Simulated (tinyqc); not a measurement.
From results back to parameters: heterojunction of two tight-binding chains. Two cases, with inputs chosen for the exercise.

Problem. A state bound at the interface below both bands solves E - 2 t1 - U + t1 z1 + (tc^2/t2) z2 = 0, with z the root of z + 1/z = 2 - (E - bottom)/t that has |z| < 1. Its energy was computed for a hidden U.

Left chain: hopping -t1, sites at 2 t1 (band bottom 0). Right chain: hopping -t2, sites at dE + 2 t2 (bottom dE). t = c/(m a^2), c = hbar^2/2m0. The bond across the interface is -tc with tc = f sqrt(t1 t2), and the last left site has the extra energy U. In a chain E = bottom + 2t (1 - cos(ka)); the surface Green function of a half chain is g = -exp(ika)/t, with Im k > 0 where cos(ka) > 1.

Constants: hbar^2/2m0 = 3.80998211 eV angstrom^2.

Case 1.

Values chosen (masses and offset of the size met at Si / SiGe; not measured data): a = 4 angstrom (site spacing); m1 = 0.172 m0 (mass on the left); m2 = 0.219 m0 (mass on the right); dE = 0.13 eV (band offset); f = 1 (factor on the interface hopping).

E = -0.014479 eV

Case 2.

Values chosen (masses and offset of the size met at Si / SiGe; not measured data): a = 5.65 angstrom (site spacing); m1 = 0.204 m0 (mass on the left); m2 = 0.198 m0 (mass on the right); dE = 0.17 eV (band offset); f = 0.83 (factor on the interface hopping).

E = -0.551041 eV

Find: z1, z2; U.

Solution. Form the hoppings, solve the two quadratics for z, and read U from the equation, which is linear in it.

Case 1.

z1, z2: 0.9028  0.6959

U = -0.57 eV

Case 2.

z1, z2: 0.3922  0.3515

U = -1.35 eV

Computed by tinyqc, one run a case: `OMP_NUM_THREADS=1 python tinyqc.py N N+1 out.jsonl` with N = 1480003, 1480011; one thread of a shared Intel(R) Xeon(R) Processor @ 2.30GHz, about 0.01 s a run at most.
